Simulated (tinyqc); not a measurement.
Area and perimeter leakage from two diodes.

Question. A square diode and a finger diode leak I = JA area + JP perimeter. Find JA, JP and the side of the square at which both parts are equal.

areas (um^2): [40000, 144000]
perimeters (um): [800, 30240]
leakage currents (pA): [39.632000, 157.44960]

Answer. Two linear equations give JA and JP; for a square of side a, JA a^2 = 4 JP a at a = 4 JP/JA.

JA = 9.800e-8 A/cm^2
JP = 5.400e-12 A/cm
side for equal parts = 2.204 um

Numbers from tinyqc (`OMP_NUM_THREADS=1 python tinyqc.py 2290053 2290054 out.jsonl`; about 0.01 s on one thread of a shared Intel Xeon 2.30GHz).
